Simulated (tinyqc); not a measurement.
Two-band k.p model of the Delta valleys near the X point under shear strain: one step. The Hamiltonian at one k. Four cases, with inputs chosen for the exercise.

Problem. Fill in the 2 x 2 matrix (sigma_z diagonal) and give its levels.

Valley pair on the [001] axis, kz counted from the X point, c = hbar^2/2m0, k0 = kx0 2 pi/a. H = (c kz^2/ml + c (kx^2 + ky^2)/mt + c k0^2/ml) 1 + (2 c k0 kz/ml) sigma_z + (D exy - 2 c kx ky/Mp) sigma_x, so E = c kz^2/ml + c (kx^2 + ky^2)/mt + c k0^2/ml -/+ sqrt((2 c k0 kz/ml)^2 + (D exy - 2 c kx ky/Mp)^2). Without strain the lower band has its minima, E = 0, at kz = +/- k0. Shifts from diagonal strain are left out.

Constants: hbar^2/2m0 = 3.80998211 eV angstrom^2.

Give: H(k); levels.

Case 1.

Values chosen (near those of Si; the results hold for these values, not for the real material): a = 5.441 angstrom (lattice constant); ml = 0.889 m0 (longitudinal mass); mt = 0.199 m0 (transverse mass); kx0 = 0.151 2 pi/a (distance of the minimum from X); D = 13.5 eV (shear deformation potential); Mp = 0.238 m0 (coupling mass); exy = 0.0011 (shear strain); k = (-0.049, 0.049, 0.058) 1/angstrom (wave vector from X).

Solution.

H(k) (eV):
```
,1,2
1,0.3234,0.0917
2,0.0917,0.1500
```

levels (eV): 0.1105  0.3629

Case 2.

Values chosen (near those of Si; the results hold for these values, not for the real material): a = 5.442 angstrom (lattice constant); ml = 0.898 m0 (longitudinal mass); mt = 0.2 m0 (transverse mass); kx0 = 0.145 2 pi/a (distance of the minimum from X); D = 14.9 eV (shear deformation potential); Mp = 0.239 m0 (coupling mass); exy = 0.022 (shear strain); k = (-0.041, 0.032, 0.107) 1/angstrom (wave vector from X).

Solution.

H(k) (eV):
```
,1,2
1,0.3710,0.3696
2,0.3696,0.0670
```

levels (eV): -0.1806  0.6187

Case 3.

Values chosen (near those of Si; the results hold for these values, not for the real material): a = 5.438 angstrom (lattice constant); ml = 0.902 m0 (longitudinal mass); mt = 0.196 m0 (transverse mass); kx0 = 0.153 2 pi/a (distance of the minimum from X); D = 12.9 eV (shear deformation potential); Mp = 0.225 m0 (coupling mass); exy = 0.0012 (shear strain); k = (-0.065, 0.005, 0.104) 1/angstrom (wave vector from X).

Solution.

H(k) (eV):
```
,1,2
1,0.4156,0.0265
2,0.0265,0.1050
```

levels (eV): 0.1027  0.4179

Case 4.

Values chosen (near those of Si; the results hold for these values, not for the real material): a = 5.447 angstrom (lattice constant); ml = 0.915 m0 (longitudinal mass); mt = 0.199 m0 (transverse mass); kx0 = 0.152 2 pi/a (distance of the minimum from X); D = 12.9 eV (shear deformation potential); Mp = 0.233 m0 (coupling mass); exy = -0.0093 (shear strain); k = (0.009, 0.052, 0.181) 1/angstrom (wave vector from X).

Solution.

H(k) (eV):
```
,1,2
1,0.5820,-0.1353
2,-0.1353,0.0535
```

levels (eV): 0.0208  0.6146

Computed by tinyqc, one run a case: `OMP_NUM_THREADS=1 python tinyqc.py N N+1 out.jsonl` with N = 1050431, 1050502, 1050584, 1050854; one thread of a shared Intel(R) Xeon(R) Processor @ 2.30GHz, about 0.01 s a run at most.
